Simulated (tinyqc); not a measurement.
Film and buried-oxide thickness from two coupling ratios.

Inverse problem. In a depleted film -dVT/dVb is k1 = Cs Cbox/(Cox (Cs + Cbox)) for a front channel and k2 = Cbox (Cox + Cs)/(Cox Cs) for a back channel, with Cox = eps0 eox/tox, Cs = eps0 eps_r/ts, Cbox = 3.9 eps0/tb. Find ts and tb.

Values chosen for this exercise; band and dielectric values close to those of silicon:
- eps_r = 11.5 (relative permittivity)
- eox = 3.9 (relative permittivity of the gate insulator (close to silicon dioxide))
- tox = 1.3 nm (insulator thickness)

coupling ratios for a front and a back channel: [0.024294722, 0.074697357]

Answer. With y = Cox/Cs and z = Cox/Cbox, 1/k1 = y + z and k2 = (1 + y)/z, so y = (k2/k1 - 1)/(1 + k2); the thicknesses follow from y and z.

ts = 7.40 nm
tb = 51.0 nm

Computed by the program tinyqc: `OMP_NUM_THREADS=1 python tinyqc.py 2190018 2190019 out.jsonl`, one thread of a shared Intel Xeon 2.30GHz, about 0.4 s for the whole run.
